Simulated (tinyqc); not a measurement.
Ballistic Schottky-barrier transistor with a one-dimensional channel, WKB contacts: two steps of the calculation.

Source Fermi level 0, drain Fermi level -Vd. Far from the contacts Ec = pn - psi, and the gate moves psi one to one; the band edges relax as exp(-x/lam) from pn at the source and pn - Vd at the drain; Ev = Ec - Eg. A carrier of energy w inside the channel band meets at a contact a barrier of height D (the contact edge beyond the channel edge): T = 1 for w >= D, else exp(-S), S = 4 lam sqrt(m/C) [sqrt(D - w) - sqrt(w) arctan sqrt((D - w)/w)], C = hbar^2/(2 m0). The two contacts combine as Ts Td/(Ts + Td - Ts Td).

Inputs (values chosen for the exercise); channel values close to those of a carbon nanotube: temperature T = 300 K; barrier for electrons at both contacts pn = 0.35 eV; electron mass mn = 0.061 m0; valleys or subbands g = 2; screening length at the contacts lam = 1.9 nm; drain bias Vd = 0.05 V; band shift psi of the channel by the gate ps = 0.26 V; energy of one carrier inside the channel band w0 = 0.11 eV; upper end of the grid wm = 0.44 eV; points of the grid nE = 13.

Constants: q = 1.602176634e-19 C, kB = 1.380649e-23 J/K, hbar = 1.054571817e-34 J s, h = 6.62607015e-34 J s, m0 = 9.1093837015e-31 kg, Vt = kB T/q, hbar^2/(2 m0) = 0.0380998212 eV nm^2. Results are converted to the units shown.

Problem 1. Transmission of one of the electrons. S and T at both contacts for w = w0, and the tunnelling distance lam ln(D/w) at the higher barrier.

D for electrons (eV): source 0.26000000, drain 0.21000000

Wanted: S at the source; S at the drain; combined T; tunnelling distance.

Solution 1.

S at the source = 0.97316
S at the drain = 0.61200
combined T = 0.28650
tunnelling distance = 1.6344 nm

Problem 2. Current of the electrons on a coarse grid. I = g (2 q^2/h) int T(w) [f(Es + w) - f(Ed + w)] dw, f(y) = 1/(1 + exp(y/Vt)). Electrons: Ds = psi, Dd = psi - Vd, Es = Ec, Ed = Ec + Vd. Holes: Ds = -psi, Dd = Vd - psi, Es = -Ev, Ed = -Ev - Vd. The size of each current is taken; both flow from drain to source and add. Simpson's rule on nE equally spaced w from 0 to wm.

Find: w; Ts; Td; T; size of the supply difference; current.

Solution 2.

```
point  w (eV)        Ts       Td         T  size of the supply difference
0      0.0000  0.007421  0.01219  0.004635                        0.02542
1      0.0367   0.09433   0.1488   0.06127                       0.006318
2      0.0733    0.2182   0.3293    0.1511                       0.001540
3      0.1100    0.3779   0.5423    0.2865                       3.734e-4
4      0.1467    0.5590   0.7565    0.4738                       9.043e-5
5      0.1833    0.7415   0.9323    0.7036                       2.190e-5
6      0.2200    0.9001    1.000    0.9001                       5.302e-6
7      0.2567    0.9976    1.000    0.9976                       1.284e-6
8      0.2933     1.000    1.000     1.000                       3.108e-7
9      0.3300     1.000    1.000     1.000                       7.525e-8
10     0.3667     1.000    1.000     1.000                       1.822e-8
11     0.4033     1.000    1.000     1.000                       4.411e-9
12     0.4400     1.000    1.000     1.000                       1.068e-9
```

current = 0.005156 uA

Range of the model: No scattering, image-force lowering, channel charge or band-to-band tunnelling; parabolic kappa overstates S deep in the gap.

Program tinyqc, `OMP_NUM_THREADS=1 python tinyqc.py 2390024 2390025 out.jsonl`; Intel Xeon 2.30GHz, shared host, one thread, about 0.02 s.
